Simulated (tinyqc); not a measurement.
# Long-channel MOSFET, surface-potential model: two studies

n-channel transistor on a uniformly doped p-type body, gradual-channel approximation, constant mobility, Boltzmann statistics, full ionisation. Potentials are counted from the neutral body; V is the electron quasi-Fermi potential, Vsb at the source and Vsb + Vds at the drain. Charges are magnitudes per area.

Values chosen for this exercise; material values those of a made-up semiconductor:
- T = 350 K (temperature)
- Eg = 1.17 eV (band gap)
- eps_r = 12.8 (relative permittivity of the semiconductor)
- Nc = 3.15e19 cm^-3 (conduction-band density of states at T)
- Nv = 4.05e19 cm^-3 (valence-band density of states at T)
- Na = 1.8e18 cm^-3 (acceptor density of the body)
- eox = 4.08 (relative permittivity of the gate insulator)
- tox = 10 nm (insulator thickness)
- Vfb = -1.03 V (flat-band voltage)
- mu = 120 cm^2/(V s) (channel mobility)
- W = 2 um (gate width)
- L = 5 um (gate length)
- Vsb = 0 V (source-body reverse bias)
- Vgs = 2.77 V (gate-source voltage)
- Vds = 0.5 V (drain-source voltage)

Constants: q = 1.602176634e-19 C, kB = 1.380649e-23 J/K, Vt = kB T/q, eps0 = 8.8541878128e-14 F/cm where lengths are in cm. Results are converted to the units shown.

Each table varies one quantity; the others keep the values above.

## Output curve

ni = sqrt(Nc Nv) exp(-Eg/(2 Vt)), Eg in volts; phiF = Vt ln(Na/ni); Cox = eps0 eox/tox; gamma = sqrt(2 q eps0 eps_r Na)/Cox. The surface potential psi at channel potential V solves Vgs + Vsb - Vfb - psi = gamma sqrt(G), G = psi - Vt + Vt exp((psi - 2 phiF - V)/Vt). Charge sheet: Qi = Cox gamma [sqrt(G) - sqrt(psi - Vt)]; I = mu (W/L) [integral of Qi dpsi from psi_0 to psi_L (drift) + Vt (Qi0 - QiL) (diffusion)], with psi_0 at V = Vsb and psi_L at V = Vsb + Vds. Pao-Sah: Qi(V) = (Cox gamma/2) integral from 3 Vt to psi of exp((u - 2 phiF - V)/Vt)/sqrt(G(u, V)) du, and I = mu (W/L) integral of Qi dV from Vsb to Vsb + Vds. Square law: VT = Vfb + 2 phiF + gamma sqrt(2 phiF + Vsb), m = 1 + gamma/(2 sqrt(2 phiF + Vsb)), I = mu Cox (W/L) [(Vgs - VT) v - m v^2/2] with v the smaller of Vds and (Vgs - VT)/m, and zero below VT.

In this table Vgs = 2.77 V.

Output curve:
```
Vds (V)	psi_L (V)	QiL (nC/cm^2)	I, charge sheet (uA)	I, Pao-Sah (uA)	I, square law (uA)
0.05	1.114	128.4	0.3472	0.3520	0.4599
0.1	1.156	97.36	0.6179	0.6264	0.8278
0.15	1.195	68.30	0.8163	0.8273	1.104
0.2	1.231	42.26	0.9482	0.9610	1.287
0.24	1.255	24.82	1.012	1.026	1.368
0.29	1.276	9.521	1.052	1.066	1.390
0.34	1.285	2.503	1.065	1.079	1.390
0.39	1.288	0.5225	1.068	1.082	1.390
0.44	1.289	0.1015	1.068	1.082	1.390
```

Read the table: what changes, and by how much?

The Pao-Sah current rises from 0.352 to 1.08 uA, while the charge at the drain end falls from 128 to 0.102 nC/cm^2. The current first comes within 1 % of its last value at Vds = 0.34 V among the rows listed; the square law saturates at (Vgs - VT)/m = 0.275 V. Over the last two rows psi_L moves by less than 1 mV: the drain has lost hold of the surface potential, so the current no longer grows. In the last row the charge sheet is 1.3 % below Pao-Sah and the square law 28 % above it. In every row the surface electron density at the source passes 0.3 Nc, where degeneracy and quantisation, left out here, matter.

## Effect of the acceptor density of the body

VT = Vfb + 2 phiF + gamma sqrt(2 phiF + Vsb), m = 1 + gamma/(2 sqrt(2 phiF + Vsb)). The swing is 20 mV/log10[I(VT - 0.14 V)/I(VT - 0.16 V)] of the charge-sheet current at the given Vds.

Effect of the acceptor density of the body:
```
Na (cm^-3)	gamma (V^0.5)	VT (V)	m	swing (mV/decade)	I at Vgs, Vds (uA)
1.8e17	0.7077	0.4737	1.384	101.0	14.91
3.3e17	0.9583	0.7602	1.509	110.6	12.34
6.2e17	1.314	1.159	1.683	124.1	8.754
1.1e18	1.750	1.644	1.893	141.0	4.535
2.1e18	2.417	2.385	2.209	167.3	0.4622
3.9e18	3.294	3.360	2.618	203.1	4.064e-5
```

What does the comparison show?

As Na goes from 1.8e17 to 3.9e18 cm^-3, VT rises from 0.474 to 3.36 V, the swing rises from 101 to 203 mV a decade and the current falls from 14.9 to 4.06e-5 uA. The swing is 5.2 % above m Vt ln 10 in the first row and 12 % above it in the last. The gate voltage is below VT in 1 of the 6 rows. For Na = 1.8e17 to 2.1e18 cm^-3 the surface electron density at the source passes 0.3 Nc, where degeneracy and quantisation, left out here, matter.

tinyqc, about 0.04 s, one thread, Intel Xeon 2.30GHz (shared host): `OMP_NUM_THREADS=1 python tinyqc.py 2360094 2360095 out.jsonl`
